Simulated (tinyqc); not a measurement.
Dead time and true rate from two light levels.

Inverse problem. A non-paralysable detector measures m = n/(1 + n td); dark counts are negligible. Find td and the true rate at the lower flux.

measured rates at a photon flux and at four times that flux (1/s): [1.9004525e6, 5.9154930e6]

Answer. 1/m = 1/n + td, so the difference of the inverse rates is 3/(4 n).

td = 50.00 ns
n = 2.100e6 1/s

Numbers from tinyqc (`OMP_NUM_THREADS=1 python tinyqc.py 2630026 2630027 out.jsonl`; about 0.01 s on one thread of a shared Intel Xeon 2.30GHz).
